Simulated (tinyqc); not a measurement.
Inside a calculation: core-shell quantum dot (spherical envelope functions). Values are carried at full precision from step to step, so a last printed digit may differ when a step is redone from the rounded ones.

Parabolic bands; strain and other valleys are left out. s states, u = r psi, hard wall at R + H, c = hbar^2/2m0, energies from the band edges of the core. Core: u = sin(k1 r)/k1, k1 = sqrt(m1 E/c). At R, psi and psi'/m are continuous, so u is continuous and its slope in the shell is s = u/R + (m2/m1)(u' - u/R). Shell: u(R + x) = u(R) cos(k2 x) + s sin(k2 x)/k2, k2 = sqrt(m2 (E - V)/c); for negative arguments the functions turn into sinh and cosh. A level has u(R + H) = 0.

Constants: hbar^2/2m0 = 3.80998211 eV angstrom^2; e^2/(4 pi eps0) = 14.39964547 eV angstrom; hc = 1239.841984 eV nm.

Inputs chosen for the exercise (near those of a GaAs/AlGaAs core-shell dot; shifted at random, so the results belong to these values and not to a real crystal): R = 30 angstrom (core radius); H = 19 angstrom (shell thickness); Vc = 0.249 eV (conduction edge of the shell above that of the core); me1 = 0.066 m0 (electron, core); me2 = 0.094 m0 (electron, shell); E = 0.233 eV (trial energy of the electron); Vv = 0.128 eV (hole barrier of the shell); mh1 = 0.384 m0 (hole, core); mh2 = 0.456 m0 (hole, shell); Eg = 1.415 eV (gap of the core); eps = 12.5 (dielectric constant).

## Shooting at a trial energy

Carry the electron solution outwards.

k1^2 = 0.0040362 1/angstrom^2
k2^2 = -0.00039475 1/angstrom^2
u(R) = 14.864 angstrom
s = -0.6786
u(R + H) = 2.734 angstrom

u(R + H) is positive: no node yet, so the lowest level lies above the trial energy.

## Ground states

Find the lowest root for electron and hole, and the share of u^2 inside the core.

Levels:
```
carrier   E (eV)  share in the core
electron  0.2475              0.767
hole      0.0604              0.885
```

The core holds 23 % of the volume. Both carriers sit mainly in the core, as the type I line-up favours.

## Overlap and Coulomb integrals

Overlap = (integral of u_e u_h)^2 with normalised u. Coulomb integrals J_ab = (q/eps) double integral of u_a(r)^2 u_b(s)^2/max(r, s), q = e^2/(4 pi eps0), one eps everywhere. Exciton E = Eg + E_e + E_h - J_eh; first-order biexciton shift J_ee + J_hh - 2 J_eh (positive: repulsive).

Integrate numerically.

overlap = 0.964

J_eh, J_ee, J_hh (meV): [46.6, 43.8, 50.2]

## Exciton and biexciton

Give E, the wavelength hc/E and the biexciton shift.

E = 1.676 eV
wavelength = 740 nm
biexciton shift = 1 meV

At first order the shift is the Coulomb integral of the net charge density with itself and cannot be negative; correlation, left out here, lowers it, and may reverse a shift as small as this.

## Checks

- Level without offset and mass step against c (pi/(R + H))^2/m, eV: both 0.2373.
- J_ee in that case against 1.786 q/(eps (R + H)), meV: both 42.0.

tinyqc: `OMP_NUM_THREADS=1 python tinyqc.py 1251594 1251595 out.jsonl`; about 0.03 s, one thread, shared Intel(R) Xeon(R) Processor @ 2.30GHz.
